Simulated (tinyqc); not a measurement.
Precursor delivery by bubblers, mass-transport growth and the solid composition of a III-V alloy: one step, computed by the program tinyqc.

1 sccm = 44.615 micromol/min; 1 torr = 133.322 Pa. The sources decompose fully at the surface.

Problem. Bubblers. log10 p_v = a - b/T_bath; molar flow = F x 44.615 x p_v/(p_b - p_v) for a saturated bubbler.

Inputs (values chosen for the exercise, modelled on trimethylgallium (source 1) and trimethylindium (source 2) for the vapour pressures):
```
quantity              value  unit
bath temperature T1     268     K
bath temperature T2     300     K
bubbler pressure p_b   1000  torr
carrier flow F1          30  sccm
carrier flow F2          44  sccm
```

constants a, b of source 1 (log10 torr, K): 8.056  1703

constants a, b of source 2 (log10 torr, K): 10.55  3014

Give: vapour pressure 1; molar flow 1; vapour pressure 2; molar flow 2.

Solution.

vapour pressure 1 = 50.295 torr

molar flow 1 = 70.882 micromol/min

vapour pressure 2 = 3.1866 torr

molar flow 2 = 6.2756 micromol/min

One kelvin of bath error changes flow 1 by 5.7 % and flow 2 by 7.7 %.
